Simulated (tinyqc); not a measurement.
The whole curve: space-charge-limited current through a thin insulating or semi-insulating film with traps. Computed by tinyqc, a small Python program. Command: `OMP_NUM_THREADS=1 python tinyqc.py 3009710 3009711 out.jsonl sclc walk`. One thread of a shared host (Intel(R) Xeon(R) Processor @ 2.30GHz), about 0.01 s of CPU time with the checks.

One ohmic injecting contact at x = 0 (field zero), drift only, non-degenerate free carriers.

Inputs (values chosen for the exercise, modelled on HfO2): permittivity eps = 22; band mobility mu = 0.065 cm^2/(V s); effective density of states N_c = 1.1e+20 1/cm^3; trap density N_t = 2.1e+18 1/cm^3; equilibrium Fermi level below the band edge, E_0 = 0.86 eV; thickness d = 37 nm; temperature T = 400 K; characteristic temperature T_c = 1200 K.

Traps: exponential tail.

Constants: k_B = 8.617333262e-05 eV/K; eps_0 = 8.8541878128e-12 F/m; e = 1.602176634e-19 C.

Method:
- Free density n_0 = N_c exp(-E_0/k_B T) in equilibrium; trapped density n_t(n) = N_t (n/N_c)^(T/T_c) (the low-temperature form).
- J = e mu n F and (eps eps_0/e) dF/dx = n - n_0 + n_t(n) - n_t(n_0) = rho(n). With F = J/(e mu n): d = (eps eps_0 J/(e^2 mu)) I_1 and V = (eps eps_0 J^2/(e^3 mu^2)) I_2, I_k = int_(n_L)^infinity dn/(n^(k+1) rho(n)), n_L the density at the anode; with u = n_L/n, 200 Gauss-Legendre points in t, u = 1 - (1 - t)^2.
- The last column is d ln J/d ln V up to the next row.

Current against voltage:
```
n_L (1/cm^3)       V (V)  J (A/cm^2)   slope
1.70e+09      6.5138e-05  3.9561e-10  2.0747
1.30e+10      5.5335e-04  3.3498e-08  3.1979
1.00e+11      1.4215e-03  6.8446e-07  3.6072
8.00e+11      3.1708e-03  1.2365e-05  3.8001
6.30e+12      6.6379e-03  2.0487e-04  3.8775
4.90e+13      1.3546e-02  3.2556e-03  3.8557
3.80e+14      2.7721e-02  5.1494e-02  3.6630
3.00e+15      5.9913e-02  8.6663e-01  3.2076
2.30e+16      1.4855e-01  1.5949e+01  2.6327
1.80e+17      5.0912e-01  4.0843e+02  2.2390
1.40e+18      2.5931e+00  1.5636e+04  2.0720
1.10e+19      1.7506e+01  8.1771e+05       -
```

What does the comparison show, and why?

The slope starts at 2.07, peaks at 3.9 between 0.00664 and 0.0135 V and ends at 2.07. Rows below 0.34 V (10 k_B T/e) are formal, since diffusion from the contact rules there. Self-heating is left out, although J V exceeds 1e5 W/cm^2 at the last row. Rows above 11.1 V are formal, since the mean field exceeds 3 MV/cm and breakdown sets in. An exponential tail gives the power law T_c/T + 1 = 4.00, which the middle rows approach.

Extremes, crossings and ranges named in words are read from the listed rows.
